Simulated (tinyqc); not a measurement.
# MOSFET in the linear regime without short-channel effects, parameter extraction from computed curves: extraction methods against the temperature

Inversion charge Q = Cox n Vt W0(exp((Vg - VT)/(n Vt))), W0 the Lambert function and n = nf; u = Q/Cox; mobility mu = mu0/(1 + th1 u + th2 u^2); channel resistance Rch = (L - dL)/(W mu Q); Id = Vd/(Rch + Rsd/W). Cox = eps0 eox/tox. Small Vd, no channel-length or drain effects.

From the continuous curve Id(Vg): tangent at peak gm (V_ext = Vg - Id/gm); constant current Id = 0.1 uA W/L; peak of d2Id/dVg2; Y = Id/sqrt(gm) drawn through Vg = VT + 0.6 and VT + 0.8 V, with intercept VT_Y and slope s. Mobilities gm,max L/(W Cox Vd) and s^2 L/(W Cox Vd) with the drawn L. Last column: share of Rsd/W in the total resistance at VT + 0.8 V.

Parameters, values chosen for the exercise; channel values of the order met in silicon transistors:
- eox = 22.2 (relative permittivity of the gate insulator (close to hafnium oxide))
- tox = 3.9 nm (insulator thickness)
- mu0 = 140 cm^2/(V s) (low-field mobility)
- th1 = 0.29 1/V (first mobility attenuation factor)
- th2 = 0 1/V^2 (second mobility attenuation factor)
- VT = 0.47 V (threshold voltage)
- nf = 1.14 (body factor)
- W = 0.5 um (gate width)
- L = 0.39 um (drawn gate length)
- dL = 0.016 um (drawn less effective length)
- Rsd = 390 ohm um (source plus drain resistance)
- Vd = 0.025 V (drain voltage)

Constants: q = 1.602176634e-19 C, kB = 1.380649e-23 J/K, Vt = kB T/q, eps0 = 8.8541878128e-14 F/cm where lengths are in cm. Results are converted to the units shown.

Extraction methods against the temperature:
```
T (K),V_ext (V),constant current (V),second derivative (V),VT_Y (V),mobility from gm (cm^2/(V s)),mobility from Y (cm^2/(V s)),series share (%)
77,0.474,0.473,0.468,0.492,115,143,31.5
110,0.474,0.468,0.467,0.498,110,141,31.3
150,0.472,0.461,0.466,0.503,105,140,31.0
220,0.469,0.446,0.463,0.510,98.8,136,30.6
300,0.464,0.426,0.459,0.514,93.0,133,30.1
370,0.458,0.407,0.456,0.516,88.9,130,29.8
450,0.450,0.383,0.451,0.516,84.9,126,29.5
```

The model has VT = 0.47 V and mu0 = 140 cm^2/(V s). Over the table the extracted thresholds move by 24 mV (tangent), 90 mV (constant current), 17 mV (second derivative), 24 mV (Y function). The mobility from gm falls from 115 to 84.9 and that from Y falls from 143 to 126 cm^2/(V s).

Program tinyqc, `OMP_NUM_THREADS=1 python tinyqc.py 2210034 2210035 out.jsonl`; Intel Xeon 2.30GHz, shared host, one thread, about 0.01 s.
